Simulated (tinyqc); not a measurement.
Five-level k.p model folded onto the conduction band: one step. Loewdin series. Four cases, with inputs chosen for the exercise.

Problem. Give each order and the partial sums, counted from Eg.

Expanding E = H_cc + S(E) about Eg in powers of k^2, with s_n = sum_j H_cj^2/(Eg - H_jj)^n: order k^2: e2 = (1 + Cm) c0 k^2 + s1; order k^4: e4 = -s2 e2; order k^6: e6 = s3 e2^2 + s2^2 e2.

Case 1.

Values chosen (out of a larger set: near those of InP; not measured data): Eg = 1.428 eV (gap at Gamma to the s-like level).

H (eV):
```
               c         lh          so      G8 up      G7 up
c      1.4078010  0.6782981   0.4796292  0.2368720  0.1674938
lh     0.6782981          0           0          0          0
so     0.4796292          0  -0.1080000          0          0
G8 up  0.2368720          0           0  4.7500000          0
G7 up  0.1674938          0           0          0  4.6800000
```

Case 2.

Values chosen (out of a larger set: near those of GaSb; not measured data): Eg = 0.765 eV (gap at Gamma to the s-like level).

H (eV):
```
               c         lh          so      G8 up      G7 up
c      0.7587764  0.2666222   0.1885304  0.1266613  0.0895630
lh     0.2666222          0           0          0          0
so     0.1885304          0  -0.7600000          0          0
G8 up  0.1266613          0           0  3.5300000          0
G7 up  0.0895630          0           0          0  3.2200000
```

Case 3.

Values chosen (out of a larger set: near those of InAs; not measured data): Eg = 0.433 eV (gap at Gamma to the s-like level).

H (eV):
```
               c         lh          so      G8 up      G7 up
c      0.4318052  0.2069155   0.1463114  0.1102145  0.0779334
lh     0.2069155          0           0          0          0
so     0.1463114          0  -0.3760000          0          0
G8 up  0.1102145          0           0  4.5300000          0
G7 up  0.0779334          0           0          0  4.3700000
```

Case 4.

Values chosen (out of a larger set: near those of GaSb; not measured data): Eg = 0.799 eV (gap at Gamma to the s-like level).

H (eV):
```
               c         lh          so      G8 up      G7 up
c      0.8004089  0.3574117   0.2527282  0.1547638  0.1094345
lh     0.3574117          0           0          0          0
so     0.2527282          0  -0.7310000          0          0
G8 up  0.1547638          0           0  3.4900000          0
G7 up  0.1094345          0           0          0  3.1600000
```

Give: s1 (eV), s2 (no unit), s3 (1/eV); (1 + Cm) c0 k^2 is H_cc - Eg; e2, e4, e6; partial sums.

Solution.

Case 1.

s1 (eV), s2 (no unit), s3 (1/eV); (1 + Cm) c0 k^2 is H_cc - Eg: 0.44644  0.33087  0.21913

e2, e4, e6 (eV): 0.42624  -0.14103  0.08647

partial sums (eV): 0.42624  0.28521  0.37169

The exact value is 0.33526 eV; the errors of the partial sums are +90.98, -50.05 and +36.43 meV.

Case 2.

s1 (eV), s2 (no unit), s3 (1/eV); (1 + Cm) c0 k^2 is H_cc - Eg: 0.10716  0.14018  0.16751

e2, e4, e6 (eV): 0.10094  -0.01415  0.00369

partial sums (eV): 0.10094  0.08679  0.09048

The exact value is 0.08959 eV; the errors of the partial sums are +11.35, -2.80 and +0.89 meV.

Case 3.

s1 (eV), s2 (no unit), s3 (1/eV); (1 + Cm) c0 k^2 is H_cc - Eg: 0.12083  0.26218  0.56753

e2, e4, e6 (eV): 0.11964  -0.03137  0.01635

partial sums (eV): 0.11964  0.08827  0.10462

The exact value is 0.09835 eV; the errors of the partial sums are +21.28, -10.08 and +6.26 meV.

Case 4.

s1 (eV), s2 (no unit), s3 (1/eV); (1 + Cm) c0 k^2 is H_cc - Eg: 0.18765  0.23284  0.26613

e2, e4, e6 (eV): 0.18906  -0.04402  0.01976

partial sums (eV): 0.18906  0.14504  0.16480

The exact value is 0.15786 eV; the errors of the partial sums are +31.20, -12.82 and +6.94 meV.

Computed by tinyqc, one run a case: `OMP_NUM_THREADS=1 python tinyqc.py N N+1 out.jsonl` with N = 1050273, 1050308, 1050365, 1050410; one thread of a shared Intel(R) Xeon(R) Processor @ 2.30GHz, about 0.01 s a run at most.
